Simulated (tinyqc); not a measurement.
MP2 on RHF in the sto-3g basis, frozen core, for B+, spin multiplicity 1, step by step. One step of it, computed by the program tinyqc.

Task: Second-order Moller-Plesset energy. E2 = sum_ijab (ia|jb) [2 (ia|jb) - (ib|ja)] / (e_i + e_j - e_a - e_b) over occupied i, j and virtual a, b; the opposite-spin part is (ia|jb)^2 / denominator, the rest is same-spin, and SCS-MP2 scales them by 6/5 and 1/3.

orbital energies (hartree): MO1 -7.986287, MO2 -0.849252, MO3 -0.200518, MO4 -0.200518, MO5 -0.200518

Two-electron integrals over orbitals (pq|rs), unique and non-zero (hartree); the lowest 1 orbital is frozen and left out:
```
(22|22) 0.525885   (32|32) 0.112771   (33|22) 0.533524   (33|33) 0.586773
(42|42) 0.112771   (43|43) 0.031630   (44|22) 0.533524   (44|33) 0.523513
(44|44) 0.586773   (52|52) 0.112771   (53|53) 0.031630   (54|54) 0.031630
(55|22) 0.533524   (55|33) 0.523513   (55|44) 0.523513   (55|55) 0.586773
```

Hartree-Fock energy = -23.94847037 hartree

Give: Terms; Pair energies; MP2 correlation energy; SCS-MP2 correlation energy; MP2 total energy.

Result:

Terms:

| i | j | a | b | (ia\|jb) | (ib\|ja) | denominator | term |
|---|---|---|---|---|---|---|---|
| 2 | 2 | 3 | 3 | 0.1128 | 0.1128 | -1.2975 | -0.0098 |
| 2 | 2 | 4 | 4 | 0.1128 | 0.1128 | -1.2975 | -0.0098 |
| 2 | 2 | 5 | 5 | 0.1128 | 0.1128 | -1.2975 | -0.0098 |

Pair energies (hartree; pair i-j sums ij and ji):

| pair | opposite spin | same spin |
|---|---|---|
| 2-2 | -0.0294 | 0.0000 |

MP2 correlation energy = -0.029405 hartree

SCS-MP2 correlation energy = -0.035286 hartree

MP2 total energy = -23.977875 hartree
